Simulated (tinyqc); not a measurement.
Correction of a charged-defect supercell by a model charge and potential alignment (plane-averaged potentials). From alignment C back to width sigma of the true defect charge. Computed by tinyqc, a small Python program. Command: `OMP_NUM_THREADS=1 python tinyqc.py 3112993 3112994 out.jsonl align inv`. One thread of a shared host (Intel(R) Xeon(R) Processor @ 2.30GHz), about 0.04 s of CPU time with the checks.

The "true" defect charge is (1 - x) q in a Gaussian of width sigma plus x q in one of width sigma_t, so the exact answer is known; the correction sees only a single model Gaussian of width sigma_m. A Gaussian of width s has the transform rho(G) = exp(-G^2 s^2/2), normalised to 1. A uniform background cancels q, so G = 0 is left out. Potentials are those felt by a unit positive charge. E_0 is the formation energy of the isolated defect, E_cell its value in the supercell, E_lat = E_iso - E_per of the model charge, C the true less the model potential far from the defect; the exact correction is E_0 - E_cell, and the error of a scheme is E_cell plus its correction less E_0.

Inputs (values chosen for the exercise, with screening close to that of 4H-SiC):

| quantity | value | unit |
|---|---|---|
| defect charge q | 3 | e |
| dielectric constant eps | 9.98 | - |
| edge of the cubic cell L | 12 | angstrom |
| width sigma_m of the model charge | 0.95 | angstrom |
| share x of the charge in a wide tail | 0 | - |
| width sigma_t of the tail | 2.3 | angstrom |
| formation energy of the isolated defect E_0 | 3.74 | eV |

Constants: e^2/(4 pi eps_0) = 14.39964548 eV angstrom.

Method:
- Periodic energy E_per = (2 pi q^2/(eps L^3)) (e^2/(4 pi eps_0)) sum_(G != 0) rho(G)^2/G^2, G = (2 pi/L)(n1, n2, n3), |n_i| <= 16. Isolated energy: two Gaussians of charges q_a, q_b and widths a, b interact by q_a q_b (e^2/(4 pi eps_0 eps)) sqrt(2/pi)/sqrt(a^2 + b^2), and the self-energy is half the sum over pairs.
- Supercell value E_cell = E_0 + E_per - E_iso for the true charge.
- E_lat = E_iso - E_per for the model charge; point-charge value alpha q^2 e^2/(4 pi eps_0 eps 2 L) with alpha = 2.837297.
- Plane-averaged potential at distance z from the defect: V(z) = (4 pi q/(eps L^3)) (e^2/(4 pi eps_0 e)) sum_(m != 0) rho(G_m) cos(G_m z)/G_m^2, G_m = 2 pi m/L, |m| <= 40.
- C = difference at z = L/2; E_corr = E_cell + E_lat - q C. For charges that have died out at L/2, C = (2 pi q/(eps L^3)) (e^2/(4 pi eps_0 e)) (<s^2> - sigma_m^2), <s^2> = (1 - x) sigma^2 + x sigma_t^2.

Problem. A run gave the result below. Find the width sigma of the true defect charge, known to lie between 0.89 and 1.6 angstrom.

alignment C = 0.003747845 V

Solution.

Each step takes the trial c = (a f_b - b f_a)/(f_b - f_a), f being the result less the target and a, b, c the logarithms of the listed values; c replaces end b, the old b replaces a if the sign of f changed, and otherwise f_a is halved.

Scan of the range:

| width sigma of the true defect charge (angstrom) | alignment C (V) |
|---|---|
| 0.890 | -0.0017376 |
| 0.981 | 0.0009422 |
| 1.080 | 0.0041535 |
| 1.190 | 0.0080835 |
| 1.320 | 0.0132187 |
| 1.450 | 0.0188827 |
| 1.600 | 0.0260621 |

False position (Illinois rule, in the logarithm of the input) inside the bracket:

| step | end a | end b | trial | alignment C (V) |
|---|---|---|---|---|
| 1 | 0.98100 | 1.08000 | 1.06696 | 0.00371296 |
| 2 | 1.08000 | 1.06696 | 1.06799 | 0.00374746 |
| 3 | 1.08000 | 1.06799 | 1.06801 | 0.00374822 |
| 4 | 1.06799 | 1.06801 | 1.06800 | 0.00374784 |
| 5 | 1.06801 | 1.06800 | 1.06800 | 0.00374784 |

Alignment C rises at every point of a 13-point scan of the range (every second point is shown), so one value fits; it is bracketed by 0.981 and 1.08. Answer: width sigma of the true defect charge = 1.068 angstrom.
